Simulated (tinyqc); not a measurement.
Changing the source temperature T: vacuum evaporation: vapour pressure, source flux, thickness distribution, purity and step coverage. Computed by tinyqc, a small Python program. Command: `OMP_NUM_THREADS=1 python tinyqc.py 3114279 3114280 out.jsonl evap sweep`. One thread of a shared host (Intel(R) Xeon(R) Processor @ 2.30GHz), about 0.01 s of CPU time with the checks.

Molecular flow, unit sticking of the metal, no re-evaporation. The background gas is taken as water vapour (18.015 g/mol, collision diameter 0.37 nm) at 300 K.

Inputs (values chosen for the exercise, modelled on germanium, with constants for the liquid): molar mass M = 72.63 g/mol; film density rho = 5.32 g/cm^3; vapour-pressure constant A = 10.66; vapour-pressure constant B = 17480 K; source area = 2.3 cm^2; directionality n = 3; source-to-wafer distance h = 17 cm; wafer radius R = 15 cm; background pressure p = 1e-07 Pa; sticking of background gas = 0.8.

Constants: u = 1.6605390666e-27 kg; k_B = 1.380649e-23 J/K; R = 8.314462618 J/(mol K).

Method:
- log10(p_v/Pa) = A - B/T; flux from the surface Phi = p_v/sqrt(2 pi m k_B T), m = M u.
- Mass loss = Phi x area x m; heat of evaporation = ln(10) R B; d ln Phi/dT = ln(10) B/T^2 - 1/(2 T).
- A small source emits (n + 1) Phi area cos^n(phi)/(2 pi) per solid angle; on a parallel plane at height h and lateral distance l the arrival rate is (n + 1) Phi area/(2 pi h^2) x (1 + (l/h)^2)^(-(n + 3)/2). Growth rate = arrival rate x m/rho, m = M u. The wafer is fixed and centred above the source.
- Mean free path lambda = k_B T_g/(sqrt2 pi d^2 p); unscattered share exp(-h/lambda); gas arrival p/sqrt(2 pi m_g k_B T_g); impurity ratio = sticking x gas arrival/metal arrival; monolayer time = 1e15 cm^-2/(sticking x gas arrival).

One run for each value; columns: (1) source temperature T (K); (2) growth rate at the centre (nm/s); (3) vapour pressure p_v (Pa); (4) impurity ratio; (5) change of flux per kelvin (%/K):
```
(1)         (2)        (3)        (4)    (5)
1440  3.107e-02  3.320e-02  2.092e-03  1.906
1500  9.310e-02  1.015e-01  6.981e-04  1.756
1570  3.011e-01  3.359e-01  2.159e-04  1.601
1630  7.592e-01  8.631e-01  8.562e-05  1.484
1700  2.055e+00  2.386e+00  3.163e-05  1.363
1760  4.527e+00  5.348e+00  1.436e-05  1.271
1830  1.065e+01  1.283e+01  6.105e-06  1.175
1890  2.106e+01  2.578e+01  3.087e-06  1.100
```

Over the rows, growth rate at the centre (nm/s) rises from 0.0311 to 21.1 (exponent d ln y / d ln x 27 between the first rows and 21 between the last); vapour pressure p_v (Pa) rises from 0.0332 to 25.8 (exponent d ln y / d ln x 27 between the first rows and 22 between the last); impurity ratio falls from 0.00209 to 3.09e-6 (exponent d ln y / d ln x -27 between the first rows and -21 between the last).
